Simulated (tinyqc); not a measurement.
What moves the coefficients: Boltzmann transport in a parabolic band with a power-law relaxation time.

F_j(eta) = (1/Gamma(j + 1)) integral_0^infinity x^j dx/(1 + exp(x - eta)), which tends to exp(eta) for eta << 0.

n = N F_1/2(eta) with N = 2 (m kB T/(4 pi c))^(3/2) with c = hbar^2/2m0, in 1/angstrom^3; times 1e24 for 1/cm^3, m = md.

tau = tau0 x^r with x = E/kT. With K_j = Gamma(j + 1) F_j(eta): <tau> = tau0 (r + 3/2) K_(r+1/2)/((3/2) K_(1/2)); mu = <tau>/(mc m0/e), m0/e = 5.685630e-12 kg/C; Hall factor rH = (3/2) K_(1/2) (2r + 3/2) K_(2r+1/2)/((r + 3/2) K_(r+1/2))^2; Seebeck S = -(kB/e) [(r + 5/2) K_(r+3/2)/((r + 3/2) K_(r+1/2)) - eta]; Lorenz number L = (kB/e)^2 [(r + 7/2) K_(r+5/2)/((r + 3/2) K_(r+1/2)) - ((r + 5/2) K_(r+3/2)/((r + 3/2) K_(r+1/2)))^2]; kB/e in V/K. Valley anisotropy is left out of rH.

Constants: hbar^2/2m0 = 3.80998211 eV angstrom^2; kB = 8.617333262e-05 eV/K.

Values chosen for the exercise (masses near those of InP; tau0 is set for a mobility of the usual size at this n, kL is a free input; freeze-out and phonon drag, which matter near 77 K, are left out; shifted at random, so the results belong to these values and not to a real crystal): md = 0.077 m0 (density-of-states mass); mc = 0.0772 m0 (conductivity mass); tau0 = 15 fs (tau at E = kT); r = 1.5 (exponent of tau); T = 77 K; kL = 18 W/(m K) (lattice thermal conductivity); n = 5e+17 1/cm^3 (electron density).

sigma = e n mu with e = 1.602176634e-19 C; ZT = S^2 sigma T/(kL + L sigma T).

Results for these values:

| case | mu (cm^2/(V s)) | sigma (S/cm) | S (microvolt/K) | ZT |
|---|---|---|---|---|
| base | 4365 | 349.6 | -160.6 | 0.00384 |

What happens to each result for md = 0.1 m0, all else kept?

Answer: mu falls from 4365 to 3405; sigma falls from 349.6 to 272.8; S falls from -160.6 to -193.5; ZT rises from 0.00384 to 0.00435.

The same for each parameter in turn:

| case | mu (cm^2/(V s)) | sigma (S/cm) | S (microvolt/K) | ZT |
|---|---|---|---|---|
| base | 4365 | 349.6 | -160.6 | 0.00384 |
| md = 0.1 m0 | 3405 | 272.8 | -193.5 | 0.00435 |
| mc = 0.1004 m0 | 3356 | 268.8 | -160.6 | 0.00296 |
| n = 1e+18 1/cm^3 | 7436 | 1191 | -110.4 | 0.00613 |
| tau0 = 22.5 fs | 6547 | 524.5 | -160.6 | 0.00575 |
| kL = 9 W/(m K) | 4365 | 349.6 | -160.6 | 0.00766 |
| T = 127 K | 2819 | 225.8 | -225.4 | 0.00806 |

The row for T keeps tau0 fixed; for phonon scattering tau0 itself falls as T rises.

Computed by tinyqc, a small Python program: `OMP_NUM_THREADS=1 python tinyqc.py 1650182 1650183 out.jsonl` (the numbers bound the seed that draws the inputs); one thread of a shared host (Intel(R) Xeon(R) Processor @ 2.30GHz), about 0.02 s for the whole set of steps.
